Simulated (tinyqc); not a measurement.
Worked calculation: core-shell quantum dot (spherical envelope functions). Values are carried at full precision from step to step, so a last printed digit may differ when a step is redone from the rounded ones.

Parabolic bands; strain and other valleys are left out. s states, u = r psi, hard wall at R + H, c = hbar^2/2m0, energies from the band edges of the core. Core: u = sin(k1 r)/k1, k1 = sqrt(m1 E/c). At R, psi and psi'/m are continuous, so u is continuous and its slope in the shell is s = u/R + (m2/m1)(u' - u/R). Shell: u(R + x) = u(R) cos(k2 x) + s sin(k2 x)/k2, k2 = sqrt(m2 (E - V)/c); for negative arguments the functions turn into sinh and cosh. A level has u(R + H) = 0.

Constants: hbar^2/2m0 = 3.80998211 eV angstrom^2; e^2/(4 pi eps0) = 14.39964547 eV angstrom; hc = 1239.841984 eV nm.

Inputs chosen for the exercise (near those of an InP/GaP core-shell dot; not measured data): R = 35 angstrom (core radius); H = 34 angstrom (shell thickness); Vc = 0.394 eV (conduction edge of the shell above that of the core); me1 = 0.078 m0 (electron, core); me2 = 0.135 m0 (electron, shell); E = 0.156 eV (trial energy of the electron); Vv = 0.29 eV (hole barrier of the shell); mh1 = 0.461 m0 (hole, core); mh2 = 0.514 m0 (hole, shell); Eg = 1.346 eV (gap of the core); eps = 10.4 (dielectric constant).

## Shooting at a trial energy

Carry the electron solution outwards.

k1^2 = 0.0031937 1/angstrom^2
k2^2 = -0.0084331 1/angstrom^2
u(R) = 16.248 angstrom
s = -1.0246
u(R + H) = 58.379 angstrom

u(R + H) is positive: no node yet, so the lowest level lies above the trial energy.

## Ground states

Find the lowest root for electron and hole, and the share of u^2 inside the core.

Levels:
```
carrier   E (eV)  share in the core
electron  0.1814              0.841
hole      0.0488              0.974
```

The core holds 13 % of the volume. Both carriers sit mainly in the core, as the type I line-up favours.

## Overlap and Coulomb integrals

Overlap = (integral of u_e u_h)^2 with normalised u. Coulomb integrals J_ab = (q/eps) double integral of u_a(r)^2 u_b(s)^2/max(r, s), q = e^2/(4 pi eps0), one eps everywhere. Exciton E = Eg + E_e + E_h - J_eh; first-order biexciton shift J_ee + J_hh - 2 J_eh (positive: repulsive).

Integrate numerically.

overlap = 0.898

J_eh, J_ee, J_hh (meV): [53.2, 48.4, 60.1]

## Exciton and biexciton

Give E, the wavelength hc/E and the biexciton shift.

E = 1.523 eV
wavelength = 814 nm
biexciton shift = 2 meV

At first order the shift is the Coulomb integral of the net charge density with itself and cannot be negative; correlation, left out here, lowers it, and may reverse a shift as small as this.

## Checks

- Level without offset and mass step against c (pi/(R + H))^2/m, eV: both 0.1013.
- J_ee in that case against 1.786 q/(eps (R + H)), meV: both 35.8.

(tinyqc, `OMP_NUM_THREADS=1 python tinyqc.py 1281801 1281802 out.jsonl`, Intel(R) Xeon(R) Processor @ 2.30GHz, 1 thread, shared host, about 0.06 s.)
